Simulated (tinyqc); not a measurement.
## Screening length from the swing

Problem. In a simple model of a Schottky-barrier transistor a barrier thinner than d = 3.4 nm is transparent, so the effective barrier is pn - psi (1 - exp(-d/lam)) and the swing beyond flat band is Vt ln 10/(1 - exp(-d/lam)). Find the thermionic swing, lam, and the effective barrier at psi = 0.2 V.

Inputs (values chosen for the exercise):
```
symbol  value  unit                                 meaning
T         300     K                             temperature
pn       0.93    eV  barrier for electrons at both contacts
```

Constants: q = 1.602176634e-19 C, kB = 1.380649e-23 J/K, Vt = kB T/q. Results are converted to the units shown.

swing in the tunnelling range = 103.96085 mV/decade

Answer. The ratio of the two swings is 1 - exp(-d/lam).

Vt ln 10 = 59.5 mV/decade
lam = 4.00 nm
effective barrier = 0.815 eV

tinyqc, about 0.3 s, one thread, Intel Xeon 2.30GHz (shared host): `OMP_NUM_THREADS=1 python tinyqc.py 2390106 2390107 out.jsonl`
